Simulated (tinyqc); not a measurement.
Worked calculation: two-band k.p model of the Delta valleys near the X point under shear strain. Values are carried at full precision from step to step, so a last printed digit may differ when a step is redone from the rounded ones.

Constants: hbar^2/2m0 = 3.80998211 eV angstrom^2.

Values chosen for the exercise (near those of Si; not measured data):
```
symbol  value                   unit        meaning
a       5.421                   angstrom    lattice constant
ml      0.934                   m0          longitudinal mass
mt      0.192                   m0          transverse mass
kx0     0.153                   2 pi/a      distance of the minimum from X
D       15                      eV          shear deformation potential
Mp      0.231                   m0          coupling mass
exy     0.0075                              shear strain
k       (-0.077, 0.044, 0.183)  1/angstrom  wave vector from X
```

## Scales

k0 = kx0 2 pi/a; Delta = 2 c k0^2/ml with c = hbar^2/2m0, half the splitting of the two bands at k0; eta = D exy/Delta measures the shear coupling against it.

k0 = 0.17733 1/angstrom
Delta = 0.25656 eV
eta = 0.4385
splitting of the two bands at X, 2 |D exy| = 0.2250 eV

## The Hamiltonian at one k

Valley pair on the [001] axis, kz counted from the X point, c = hbar^2/2m0, k0 = kx0 2 pi/a. H = (c kz^2/ml + c (kx^2 + ky^2)/mt + c k0^2/ml) 1 + (2 c k0 kz/ml) sigma_z + (D exy - 2 c kx ky/Mp) sigma_x, so E = c kz^2/ml + c (kx^2 + ky^2)/mt + c k0^2/ml -/+ sqrt((2 c k0 kz/ml)^2 + (D exy - 2 c kx ky/Mp)^2). Without strain the lower band has its minima, E = 0, at kz = +/- k0. Shifts from diagonal strain are left out.

Fill in the 2 x 2 matrix (sigma_z diagonal) and give its levels.

H(k) (eV):
```
        1       2
1  0.6857  0.2243
2  0.2243  0.1562
```

levels (eV): 0.0740  0.7679

## Position, depth and masses of the minimum

For |eta| < 1: k_min = k0 sqrt(1 - eta^2), E_min = -Delta eta^2/2, ml(eta) = ml/(1 - eta^2), 1/m[110] = 1/mt + eta/Mp, 1/m[1-10] = 1/mt - eta/Mp. For |eta| > 1 the minimum sits at X: E_min = -Delta (2 |eta| - 1)/2, ml(eta) = ml/(1 - 1/|eta|), and eta is replaced by its sign in the transverse masses.

k_min = 0.1594 1/angstrom
E_min = -24.67 meV
ml(eta) = 1.156 m0

masses along [110] and [1-10] (m0): 0.1407  0.3021

The minimum has moved 10.1 % of the way to X; electrons are lighter along [110] (-26.7 % against mt) and heavier across (+57.3 %).

## The two bands along kz

kx = ky = 0, kz from 0 to 1.6 k0 in steps of 0.2 k0, with and without the strain.

Levels (eV):
```
kz/k0  kz (1/angstrom)    lower   upper  lower, no strain  upper, no strain
0.0             0.0000   0.0158  0.2408            0.1283            0.1283
0.2             0.0355   0.0098  0.2571            0.0821            0.1847
0.4             0.0709  -0.0035  0.3011            0.0462            0.2514
0.6             0.1064  -0.0162  0.3651            0.0205            0.3284
0.8             0.1419  -0.0237  0.4444            0.0051            0.4156
1.0             0.1773  -0.0236  0.5367            0.0000            0.5131
1.2             0.2128  -0.0148  0.6408            0.0051            0.6209
1.4             0.2483   0.0033  0.7561            0.0205            0.7389
1.6             0.2837   0.0310  0.8823            0.0462            0.8672
```

## Checks

- Depth of the minimum by numerical search against the closed form (eV): both -0.024665.
- Mass along [110] by finite differences against the closed form: both 0.1407.

tinyqc: `OMP_NUM_THREADS=1 python tinyqc.py 1050436 1050437 out.jsonl`; about 0.01 s, one thread, shared Intel(R) Xeon(R) Processor @ 2.30GHz.
